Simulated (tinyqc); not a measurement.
Thin (001) film in sp3s* tight binding with raised dangling bonds, step by step. Values are carried at full precision from step to step, so a last printed digit may differ when a step is redone from the rounded ones.

sp3s* tight binding, nearest neighbours only: anion (a) at 0, cation (c) at a/4 (1,1,1), orbitals s, px, py, pz, s* on each; k in units of 2 pi/a. With phases e_j = exp(i (pi/2) k.n_j) for n = (1,1,1), (1,-1,-1), (-1,1,-1), (-1,-1,1): g0 = (e1+e2+e3+e4)/4, g1 = (e1+e2-e3-e4)/4, g2 = (e1-e2+e3-e4)/4, g3 = (e1-e2-e3+e4)/4. The diagonal holds the levels Esa, Epa, Exa (s*) and Esc, Epc, Exc. Anion-cation block: <sa|sc> = Vss g0; <sa|xc> = Vsapc g1; <xa|sc> = -Vscpa g1; <xa|xc> = Vxx g0; <xa|yc> = <ya|xc> = Vxy g3, <xa|zc> = <za|xc> = Vxy g2, <ya|zc> = <za|yc> = Vxy g1; <s*a|xc> = Vxapc g1; <xa|s*c> = -Vpaxc g1; y and z take g2 and g3 in place of g1; s-s* and s*-s* vanish.

Inputs chosen for the exercise (out of a larger set: near a published set for Si, fitted to gaps, whose masses and valley positions are rough; not measured data): p = (-4.155, 1.717, -4.155, 1.717, 6.625, 6.625, -8.222, 1.706, 4.611, 5.78, 5.78, 5.397, 5.397) eV (order Esa, Epa, Esc, Epc, Exa, Exc, Vss, Vxx, Vxy, Vsapc, Vscpa, Vxapc, Vpaxc); N = 4 (atomic planes in the small film); dl = 30 eV (shift of the dangling hybrids).

## Bulk edges along [001]

Gap at Gamma and minimum on (0,0,kz), kz from 0.5 to 1, from the bulk Ev. States at zero in-plane momentum come from this line alone.

edges (eV): Gamma 3.4120, Delta 1.1591

kz of the minimum = 0.7269 2 pi/a

## The two blocks of the small film

Planes alternate anion (a), cation (c) along [001], a/4 apart, starting with an anion; zero in-plane momentum; levels counted from the bulk Ev, the lower root of [[Epa, Vxx], [Vxx, Epc]]; no spin-orbit coupling. Block of s, pz, s*: from an anion to the cation above, Vss/2 (s,s), Vsapc/2 (s,z), -Vscpa/2 (z,s), Vxx/2 (z,z), Vxapc/2 (s*,z), -Vpaxc/2 (z,s*); to the cation below the same with the s-z and s*-z signs reversed. Block of u = (px + py)/sqrt2 and v = (px - py)/sqrt2: to the cation above (Vxx + Vxy)/2 for u and (Vxx - Vxy)/2 for v, to the cation below the reverse. Each surface atom has two dangling sp3 hybrids; raising both by dl adds (dl/2) [[1, t], [t, 1]] to its s, pz levels (t = -1 at the bottom face, +1 at the top) and dl to the one of u, v in whose plane the missing bonds lie (v for a bottom anion or a top cation, u for a top anion).

Fill them in.

s, pz, s* block (eV):
```
         sa1      za1    *a1     sc2     zc2     *c2     sa3     za3     *a3     sc4     zc4     *c4
sa1   10.834  -15.000      0  -4.111   2.890       0       0       0       0       0       0       0
za1  -15.000   16.706      0  -2.890   0.853  -2.699       0       0       0       0       0       0
*a1        0        0  6.614       0   2.699       0       0       0       0       0       0       0
sc2   -4.111   -2.890      0  -4.166       0       0  -4.111   2.890       0       0       0       0
zc2    2.890    0.853  2.699       0   1.706       0  -2.890   0.853  -2.699       0       0       0
*c2        0   -2.699      0       0       0   6.614       0   2.699       0       0       0       0
sa3        0        0      0  -4.111  -2.890       0  -4.166       0       0  -4.111   2.890       0
za3        0        0      0   2.890   0.853   2.699       0   1.706       0  -2.890   0.853  -2.699
*a3        0        0      0       0  -2.699       0       0       0   6.614       0   2.699       0
sc4        0        0      0       0       0       0  -4.111  -2.890       0  10.834  15.000       0
zc4        0        0      0       0       0       0   2.890   0.853   2.699  15.000  16.706       0
*c4        0        0      0       0       0       0       0  -2.699       0       0       0   6.614
```

u, v block (eV):
```
       ua1     va1     uc2     vc2     ua3     va3    uc4     vc4
ua1  1.706       0   3.159       0       0       0      0       0
va1      0  31.706       0  -1.452       0       0      0       0
uc2  3.159       0   1.706       0  -1.452       0      0       0
vc2      0  -1.452       0   1.706       0   3.159      0       0
ua3      0       0  -1.452       0   1.706       0  3.159       0
va3      0       0       0   3.159       0   1.706      0  -1.452
uc4      0       0       0       0   3.159       0  1.706       0
vc4      0       0       0       0       0  -1.452      0  31.706
```

## Levels of the small film

Diagonalise both blocks.

levels of the s, pz, s* block (eV): -11.158  -7.868  -3.222  2.075  2.262  3.857  6.700  6.854  9.029  9.479  29.283  29.325

levels of the u, v block (eV): -2.261  -1.516  -0.809  4.221  4.786  5.673  31.770  31.784

No level lies between 0 and the bulk edge 1.159 eV; confinement has widened the gap at zero in-plane momentum to 2.884 eV.

## Checks

- Lowest conduction level of 201 planes, with the dangling hybrids shifted far away, against the bulk edge: 1.160 against 1.159.

Program tinyqc; command `OMP_NUM_THREADS=1 python tinyqc.py 1450380 1450381 out.jsonl`; about 0.5 s on one thread of a shared Intel(R) Xeon(R) Processor @ 2.30GHz.
